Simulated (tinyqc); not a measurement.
Threshold-voltage variability of a planar MOSFET, analytic estimates: two steps of the calculation.

Three independent sources add in quadrature: random dopants in the depleted layer, metal-gate grains of two orientations, and roughness of the two gate edges acting through the roll-off VT = VT(long) - Vr exp(-L/l). These are first-order estimates: no three-dimensional electrostatics, no percolation.

Inputs (values chosen for the exercise); material values close to those of silicon: temperature T = 293 K; band gap Eg = 1.13 eV; relative permittivity of the semiconductor eps_r = 11.7; conduction-band density of states at T Nc = 2.68e19 cm^-3; valence-band density of states at T Nv = 2.59e19 cm^-3; channel doping Na = 5.9e17 cm^-3; oxide-equivalent thickness in inversion ti = 1.5 nm; gate length L = 32 nm; gate width W = 77 nm; number of cells Nb = 65536; wanted yield Y = 0.6.

Constants: q = 1.602176634e-19 C, kB = 1.380649e-23 J/K, Vt = kB T/q, eps0 = 8.8541878128e-14 F/cm where lengths are in cm. Results are converted to the units shown.

Problem 1. Random dopants. ni = sqrt(Nc Nv) exp(-Eg/(2 Vt)), Eg in volts; Cox = 3.9 eps0/ti; Wd = sqrt(4 eps0 eps_r Vt ln(Na/ni)/(q Na)); dopants: s1 = (q/Cox) sqrt(Na Wd/(3 L W)). The slope A1 = s1 sqrt(L W); mean number of dopants Na L W Wd.

Wanted: Cox; Wd; mean number of dopants; A1; s1.

Solution 1.

Cox = 2.302 uF/cm^2
Wd = 45.35 nm
mean number of dopants = 65.92
A1 = 0.6572 mV um
s1 = 13.24 mV

Counting alone, 1/sqrt(N) of the depletion voltage q Na Wd/Cox = 186 mV, would give sqrt(3) times more: dopants deep in the layer act less on the surface.

Problem 2. Margin in standard deviations for the wanted yield. Cells fail independently with probability Q(k) = erfc(k/sqrt(2))/2 when the margin is k standard deviations, and Y = exp(-Nb Q(k)). phi = exp(-k^2/2)/sqrt(2 pi). Newton steps on ln Q(k) = ln(-ln(Y)/Nb): k(new) = k + [ln Q - ln(-ln(Y)/Nb)] Q/phi.

k at the start = 4

Wanted: Q(k); phi; k after iteration 1.

Solution 2.

Q(k) = 3.167e-5
phi = 1.338e-4
k after iteration 1 = 4.332

Program tinyqc, `OMP_NUM_THREADS=1 python tinyqc.py 2090118 2090119 out.jsonl`; Intel Xeon 2.30GHz, shared host, one thread, about 0.01 s.
